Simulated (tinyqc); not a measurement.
# Frequency dispersion of an accumulation capacitance by border traps, distributed model: two studies

Traps spread evenly through the insulator exchange electrons with the semiconductor by tunnelling, with tau(x) = t0 exp(2 ka x) at depth x from the interface. The admittance per area Y seen at depth x obeys dY/dx = -Y^2/(i w eps0 eox) + q Nb ln(1 + i w tau)/tau, with Y(0) = i w Cs and w = 2 pi f; the gate sees Y(tox) = G + i w C. Working variable y = Y/(i w), in uF/cm^2. Cox = eps0 eox/tox.

Parameters, values chosen for the exercise; permittivity close to that of silicon dioxide:
```
symbol,value,unit,meaning
eox,3.79,,relative permittivity of the insulator
tox,11,nm,insulator thickness
Cs,5.5,uF/cm^2,semiconductor capacitance in accumulation
Nb,1.1e20,cm^-3 eV^-1,density of border traps
ka,3.9,1/nm,decay constant of the wave function in the insulator
t0,9e-11,s,time constant of a trap at the interface
f,1e6,Hz,frequency
```

Constants: q = 1.602176634e-19 C, eps0 = 8.8541878128e-14 F/cm where lengths are in cm. Results are converted to the units shown.

Each table varies one quantity; the others keep the values above.

## Capacitance and loss against frequency

Cox; trap-free value 1/(1/Cox + 1/Cs); response depth d = ln(1/(w t0))/(2 ka), where w tau = 1; lumped estimate: all traps within d act as C_bt = q Nb d placed at d/2, so C = 1/{1/[1/(1/Cs + d/(2 eps0 eox)) + C_bt] + (tox - d/2)/(eps0 eox)}. C and G from a fine integration; dispersion -d C/d log10 f over C, from f times and over 1.1. For a broad spread of time constants G/w is close to -(pi/2) dC/d ln w.

The same in every row: trap-free C (uF/cm^2) = 0.2890.

Result of one run:
```
f (Hz),d (nm),C (uF/cm^2),G/w (uF/cm^2),dispersion (% a decade),-(pi/2) dC/d ln w (uF/cm^2),lumped C (uF/cm^2)
10000,1.549,0.3174,0.005311,2.456,0.005319,0.3085
```

What becomes of these results when the frequency f is changed from 10000 to 100 Hz, all else the same?

Result of the changed run:
```
f (Hz),d (nm),C (uF/cm^2),G/w (uF/cm^2),dispersion (% a decade),-(pi/2) dC/d ln w (uF/cm^2),lumped C (uF/cm^2)
100,2.140,0.3345,0.006358,2.786,0.006359,0.3192
```

The whole series:
```
f (Hz),d (nm),C (uF/cm^2),G/w (uF/cm^2),dispersion (% a decade),-(pi/2) dC/d ln w (uF/cm^2),lumped C (uF/cm^2)
10,2.435,0.3442,0.006863,2.922,0.006861,0.3248
100,2.140,0.3345,0.006358,2.786,0.006359,0.3192
1000,1.844,0.3256,0.005847,2.634,0.005851,0.3138
10000,1.549,0.3174,0.005311,2.456,0.005319,0.3085
1e5,1.254,0.3100,0.004728,2.240,0.004738,0.3036
1e6,0.9587,0.3035,0.004074,1.974,0.004088,0.2990
1e7,0.6635,0.2981,0.003335,1.647,0.003349,0.2949
```

C falls from 0.3442 to 0.2981 uF/cm^2, towards the trap-free 0.2890; each decade of frequency removes ln 10/(2 ka) = 0.295 nm from the response depth. The dispersion falls from 2.92 to 1.65 % a decade and G/w falls from 0.00686 to 0.00334 uF/cm^2. G/w lies between 0.996 and 1.00 times -(pi/2) dC/d ln w, the relation for a broad spread of time constants.

## Effect of the density of border traps

Same model as above.

The same in every row: d (nm) = 0.9587; trap-free C (uF/cm^2) = 0.2890.

Effect of the density of border traps:
```
Nb (cm^-3 eV^-1),C (uF/cm^2),G/w (uF/cm^2),dispersion (% a decade),-(pi/2) dC/d ln w (uF/cm^2),lumped C (uF/cm^2)
1e18,0.2892,6.978e-5,0.03505,6.917e-5,0.2892
2e18,0.2894,1.386e-4,0.06958,1.374e-4,0.2893
6e18,0.2902,4.038e-4,0.2025,4.008e-4,0.2898
1e19,0.2909,6.542e-4,0.3276,6.501e-4,0.2903
3e19,0.2941,0.001717,0.8536,0.001713,0.2926
7e19,0.2994,0.003167,1.553,0.003173,0.2962
2e20,0.3101,0.005163,2.449,0.005179,0.3032
4e20,0.3181,0.005989,2.761,0.005992,0.3083
```

As Nb goes from 1e18 to 4e20, C rises from 0.289 to 0.318 uF/cm^2, the dispersion rises from 0.0351 to 2.76 % a decade and G/w rises from 6.98e-5 to 0.00599 uF/cm^2. The lumped estimate is 0.019 % below C in the first row and 3.1 % below it in the last. The dispersion goes as Nb^(0.99) between the first two rows and Nb^(0.17) between the last two: dense traps near the interface screen those behind them.

Program tinyqc, `OMP_NUM_THREADS=1 python tinyqc.py 2202039 2202040 out.jsonl`; Intel Xeon 2.30GHz, shared host, one thread, about 0.8 s.
